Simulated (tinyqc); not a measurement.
# Capacitance measurement on a leaky thin oxide: effects of series resistance and leakage, step by step

Program tinyqc, `OMP_NUM_THREADS=1 python tinyqc.py 2022133 2022134 out.jsonl`; Intel Xeon 2.30GHz, shared host, one thread, about 0.01 s. Printed values are rounded.

The device is a capacitance C in parallel with a leakage conductance G, in series with Rs and Ls. An impedance meter reports either a parallel pair (Cp, Gp) from Y = 1/Z = Gp + i w Cp or a series pair (Cs, Rm) from Z = Rm + 1/(i w Cs); w = 2 pi f, dissipation D = Gp/(w |Cp|).

Values chosen for this exercise; values of the order met in thin-oxide MOS capacitors:
```
symbol  value    unit                                                                 meaning
eox       3.9          relative permittivity of the gate insulator (close to silicon dioxide)
tox       1.1      nm                                                     insulator thickness
A         100    um^2                                                               gate area
zc       0.28      nm              oxide-equivalent thickness added by the accumulation layer
zp        0.1      nm                      oxide-equivalent thickness added by gate depletion
Jg        2.8  A/cm^2              gate leakage current density, not matched to the thickness
Vs       0.21       V                               voltage for an e-fold rise of the leakage
Rs         21     ohm                                                       series resistance
Ls          0      nH                                                       series inductance
f       50000      Hz                                                     measuring frequency
```

Constants: eps0 = 8.8541878128e-14 F/cm where lengths are in cm. Results are converted to the units shown.

## True capacitance and conductance

EOT = 3.9 tox/eox; CET = EOT + zc + zp; C = 3.9 eps0 A/CET; G = Jg A/Vs.

EOT = 1.1 nm
CET = 1.48 nm
C = 2.33320 pF
G = 13.3333 uS

## What the meter reports

Z = Rs + i w Ls + 1/(G + i w C).

Z = (7.47950-0.41107i) x 1e4 ohm
Cp = 2.33189 pF
Gp = 13.3296 uS
Cs = 774.349 pF
D = 18.1953

Cp is 0.056 % below C and Cs is 332 times it; G Rs = 2.80e-4, w C Rs = 1.54e-5 and G/(w C) = 18.2.
